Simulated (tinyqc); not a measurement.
Worked calculation: G0W0 on RHF in the sto-3g basis, for H6, spin multiplicity 1. One step of it, computed by the program tinyqc.

Task: Screening: direct RPA. With D = e_a - e_i and K = (ia|jb): diagonalise D^(1/2) (D + 4K) D^(1/2) = Z w^2 Z^T; X + Y = D^(1/2) Z w^(-1/2), each column of Z with its largest component positive (the first on a tie); E_c = (sum w - tr (D + 2K)) / 2.

orbital energies (hartree): MO1 -0.568872, MO2 -0.486470, MO3 -0.373559, MO4 0.244424, MO5 0.472348, MO6 0.716143

Two-electron integrals over orbitals (pq|rs), unique and non-zero (hartree):
```
p,q,r,s,(pq|rs)
1,1,1,1,0.380076
2,1,2,1,0.124356
2,2,1,1,0.298924
2,2,2,2,0.357206
3,1,1,1,0.076173
3,1,2,2,-0.054441
3,1,3,1,0.123254
3,2,2,1,-0.116494
3,2,3,2,0.133834
3,3,1,1,0.350175
3,3,2,2,0.312269
3,3,3,1,0.039297
3,3,3,3,0.349090
4,1,2,1,0.036779
4,1,3,2,0.007277
4,1,4,1,0.083214
4,2,1,1,0.054813
4,2,2,2,-0.003614
4,2,3,1,0.049233
4,2,3,3,0.011270
4,2,4,2,0.072582
4,3,2,1,0.060735
4,3,3,2,-0.058001
4,3,4,1,0.016293
4,3,4,3,0.081339
4,4,1,1,0.350244
4,4,2,2,0.311926
4,4,3,1,0.037643
4,4,3,3,0.341666
4,4,4,2,0.017892
4,4,4,4,0.353421
5,1,1,1,0.008788
5,1,2,2,0.026901
5,1,3,1,-0.022560
5,1,3,3,-0.011122
5,1,4,2,0.040195
5,1,4,4,-0.004829
5,1,5,1,0.050146
5,2,2,1,0.023646
5,2,3,2,0.005676
5,2,4,1,0.056409
5,2,4,3,-0.042384
5,2,5,2,0.093325
5,3,1,1,-0.060627
5,3,2,2,-0.000871
5,3,3,1,-0.051927
5,3,3,3,-0.021379
5,3,4,2,-0.070206
5,3,4,4,-0.017915
5,3,5,1,-0.036884
5,3,5,3,0.074189
5,4,2,1,0.116533
5,4,3,2,-0.129130
5,4,4,1,-0.001465
5,4,4,3,0.059451
5,4,5,2,-0.004820
5,4,5,4,0.137001
5,5,1,1,0.309952
5,5,2,2,0.361217
5,5,3,1,-0.047750
5,5,3,3,0.321432
5,5,4,2,-0.000602
5,5,4,4,0.328090
5,5,5,1,0.027103
5,5,5,3,-0.002145
5,5,5,5,0.381404
6,1,2,1,0.001621
6,1,3,2,0.015260
6,1,4,1,0.029882
6,1,4,3,0.054790
6,1,5,2,-0.035535
6,1,5,4,-0.013246
6,1,6,1,0.070299
6,2,1,1,-0.012994
6,2,2,2,-0.030417
6,2,3,1,0.020761
6,2,3,3,0.003336
6,2,4,2,-0.038110
6,2,4,4,0.005440
6,2,5,1,-0.047668
6,2,5,3,0.040007
6,2,5,5,-0.029863
6,2,6,2,0.049540
6,3,2,1,0.039588
6,3,3,2,0.000952
6,3,4,1,0.080930
6,3,4,3,0.017750
6,3,5,2,0.057205
6,3,5,4,-0.002230
6,3,6,1,0.029335
6,3,6,3,0.085364
6,4,1,1,0.078238
6,4,2,2,-0.049021
6,4,3,1,0.119913
6,4,3,3,0.040599
6,4,4,2,0.051582
6,4,4,4,0.041535
6,4,5,1,-0.020179
6,4,5,3,-0.053434
6,4,5,5,-0.051140
6,4,6,2,0.020034
6,4,6,4,0.128623
6,5,2,1,-0.127882
6,5,3,2,0.120938
6,5,4,1,-0.038356
6,5,4,3,-0.064620
6,5,5,2,-0.024655
6,5,5,4,-0.125772
6,5,6,1,-0.002572
6,5,6,3,-0.043333
6,5,6,5,0.142043
6,6,1,1,0.401198
6,6,2,2,0.316378
6,6,3,1,0.080573
6,6,3,3,0.371456
6,6,4,2,0.059841
6,6,4,4,0.377748
6,6,5,1,0.010399
6,6,5,3,-0.066699
6,6,5,5,0.335648
6,6,6,2,-0.014960
6,6,6,4,0.087752
6,6,6,6,0.442520
```

Give: D^(1/2) (D + 4K) D^(1/2); excitation energies w; X + Y; RPA correlation energy.

Result:

D^(1/2) (D + 4K) D^(1/2) (hartree^2), lower triangle:
```
,1>4,1>5,1>6,2>4,2>5,2>6,3>4,3>5,3>6
1>4,0.9322
1>5,0.0000,1.2930
1>6,0.1222,0.0000,2.0126
2>4,0.0000,0.1403,0.0000,0.7464
2>5,0.1993,0.0000,-0.1578,0.0000,1.2773
2>6,0.0000,-0.2134,0.0000,-0.1429,0.0000,1.6846
3>4,0.0462,0.0000,0.1953,0.0000,-0.1305,0.0000,0.5830
3>5,0.0000,-0.1385,0.0000,-0.2208,0.0000,0.1614,0.0000,0.9666
3>6,0.3048,0.0000,0.1389,0.0000,0.2339,0.0000,0.0583,0.0000,1.5595
```

excitation energies w (hartree): 0.7264  0.7781  0.8842  0.9885  1.0573  1.1093  1.3474  1.3702  1.4566

X + Y:
```
,1,2,3,4,5,6,7,8,9
1>4,-0.1584,0.0000,0.8734,0.0000,0.0784,0.0000,0.2607,0.0000,0.1242
1>5,0.0000,-0.0803,0.0000,0.4510,0.0000,0.7661,0.0000,-0.3666,0.0000
1>6,-0.1179,0.0000,-0.1375,0.0000,0.2686,0.0000,-0.2473,0.0000,0.8688
2>4,0.0000,0.8409,0.0000,-0.3509,0.0000,0.1552,0.0000,-0.1535,0.0000
2>5,0.2326,0.0000,-0.2356,0.0000,0.7511,0.0000,0.4469,0.0000,-0.0577
2>6,0.0000,0.0344,0.0000,-0.1435,0.0000,0.5441,0.0000,0.7890,0.0000
3>4,0.8879,0.0000,0.1386,0.0000,-0.1178,0.0000,-0.0331,0.0000,0.0911
3>5,0.0000,0.5126,0.0000,0.7304,0.0000,-0.2228,0.0000,0.2075,0.0000
3>6,-0.0540,0.0000,-0.3118,0.0000,-0.5437,0.0000,0.6610,0.0000,0.2625
```

RPA correlation energy = -0.093718 hartree
